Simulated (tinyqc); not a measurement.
Strain as a design knob: strained quantum well: band edges, subbands and transparency.

Growth on (001), barriers unstrained: tr(e) = e (2 - nu2), Z = b e (1 + nu2); Ec = Ev + Eg + ac tr(e), E_HH = Ev + av tr(e) + Z, E_LH = Ev + av tr(e) - Z (coupling to the split-off band left out).

Masses along z: me, 1/(g1 - 2 g2) for HH, 1/(g1 + 2 g2) for LH, likewise in the barrier; in the plane me, 1/(g1 + g2) for HH and 1/(g1 - g2) for LH (no mixing, which understates the hole masses away from k = 0). Level n solves k L + 2 atan[(k/m)/(kappa/mb)] = n pi, k = sqrt(m E/c), kappa = sqrt(mb (V - E)/c), c = hbar^2/2m0.

Transparency (Bernard-Duraffourg): Fc - Fv equals the lowest transition energy with n = p, n = sum m/(2 pi c) kB T ln(1 + exp((Fc - E)/kB T)) and p likewise over the listed subbands; c = hbar^2/2m0, 1/angstrom^2 = 1e16/cm^2.

Constants: hbar^2/2m0 = 3.80998211 eV angstrom^2; kB = 8.617333262e-05 eV/K; hc = 1239.841984 eV nm.

Parameters, chosen for this exercise (near those of a GaAsP/AlGaAs well; not measured data):
- nu2 = 0.921 (2 C12/C11)
- Eg = 1.583 eV (unstrained gap of the well)
- Ev = -0.861 eV (its valence edge)
- ac = -7.3 eV
- av = 1.23 eV (Ev moves by av tr(e))
- b = -1.95 eV (shear potential)
- Egb = 1.916 eV (gap of the barrier)
- Evb = -1 eV (its valence edge)
- L = 92 angstrom (well width)
- me = 0.0752 m0 (electron mass)
- g1 = 6.6 (gamma1)
- g2 = 1.86 (gamma2)
- meb = 0.1 m0
- g1b = 5.7
- g2b = 1.6
- T = 350 K (temperature)
- es = (-0.02, -0.014, -0.008, -0.003, 0, 0.003, 0.007, 0.012) (strains)

Only the strain is changed; the unstrained gap and the masses are kept.

Results:

| e (%) | wavelength (nm) | top hole | hh1 - lh1 (meV) | n_tr (1e12/cm^2) | share in top |
|---|---|---|---|---|---|
| -2.0 | 722 | hh1 | 155 | 1.007 | 0.63 |
| -1.4 | 733 | hh1 | 114 | 1.158 | 0.60 |
| -0.8 | 746 | hh1 | 72 | 1.158 | 0.54 |
| -0.3 | 757 | hh1 | 36 | 1.254 | 0.43 |
| 0.0 | 765 | hh1 | 15 | 1.375 | 0.34 |
| 0.3 | 775 | lh1 | -7 | 1.437 | 0.54 |
| 0.7 | 800 | lh1 | -36 | 1.280 | 0.71 |
| 1.2 | 834 | lh1 | -73 | 1.186 | 0.84 |

What does the comparison show?

n_tr is largest at e = +0.3 % (1.44), where hh1 - lh1 = -7 meV and the top subband holds 54 % of the holes, and smallest, 1.01, at -2.0 %. The top hole level turns from hh to lh, and the light from TE to TM, between 0.0 and +0.3 %. The wavelength runs from 722 to 834 nm.

tinyqc: `OMP_NUM_THREADS=1 python tinyqc.py 1281944 1281945 out.jsonl`; about 0.01 s, one thread, shared Intel(R) Xeon(R) Processor @ 2.30GHz.
